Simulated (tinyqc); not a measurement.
Frequency dispersion of an accumulation capacitance by border traps, distributed model: two steps of the calculation.

Traps spread evenly through the insulator exchange electrons with the semiconductor by tunnelling, with tau(x) = t0 exp(2 ka x) at depth x from the interface. The admittance per area Y seen at depth x obeys dY/dx = -Y^2/(i w eps0 eox) + q Nb ln(1 + i w tau)/tau, with Y(0) = i w Cs and w = 2 pi f; the gate sees Y(tox) = G + i w C. Working variable y = Y/(i w), in uF/cm^2. Cox = eps0 eox/tox.

Parameters, values chosen for the exercise; permittivity close to that of aluminium oxide:
- eox = 8.73 (relative permittivity of the insulator)
- tox = 4.4 nm (insulator thickness)
- Cs = 2.4 uF/cm^2 (semiconductor capacitance in accumulation)
- Nb = 1.3e19 cm^-3 eV^-1 (density of border traps)
- ka = 6.5 1/nm (decay constant of the wave function in the insulator)
- t0 = 8e-10 s (time constant of a trap at the interface)
- f = 1000 Hz (frequency)
- xe = 1.3 nm (depth down to which the steps are taken)

Constants: q = 1.602176634e-19 C, eps0 = 8.8541878128e-14 F/cm where lengths are in cm. Results are converted to the units shown.

Problem 1. Midpoint steps through the active depth. In terms of y: dy/dx = -y^2/(eps0 eox) + s(x), s = q Nb ln(1 + z)/z, z = i w tau. 9 midpoint steps of h = xe/9: y_half = y + (h/2) y'(x, y), y(new) = y + h y'(x + h/2, y_half).

Wanted: x; s; y.

Solution 1.

```
point  x (nm)  s (uF/(cm^2 nm))   y (uF/cm^2)
0           0    0.2083+0.0000i  2.400+0.000i
1      0.1444    0.2083+0.0000i  2.326+0.000i
2      0.2889    0.2083+0.0000i  2.258+0.000i
3      0.4333    0.2083-0.0001i  2.195+0.000i
4      0.5778    0.2083-0.0010i  2.138+0.000i
5      0.7222    0.2080-0.0062i  2.085+0.000i
6      0.8667    0.1985-0.0381i  2.035-0.003i
7       1.011    0.0972-0.0822i  1.983-0.013i
8       1.156    0.0187-0.0350i  1.919-0.020i
9       1.300    0.0030-0.0089i  1.853-0.021i
```

Problem 2. Capacitance and conductance at the gate. Beyond xe the traps are ignored, so 1/y(tox) = 1/y(xe) + (tox - xe)/(eps0 eox); C = Re y, G/w = -Im y, loss tangent G/(w C).

y at xe = 1.8532700-0.0211199i uF/cm^2

Wanted: y at the gate; C; G/w; loss tangent.

Solution 2.

y at the gate = 1.063-0.007i uF/cm^2
C = 1.063 uF/cm^2
G/w = 0.006950 uF/cm^2
loss tangent = 0.006537

Computed by the program tinyqc: `OMP_NUM_THREADS=1 python tinyqc.py 2202040 2202041 out.jsonl`, one thread of a shared Intel Xeon 2.30GHz, about 0.3 s for the whole run.
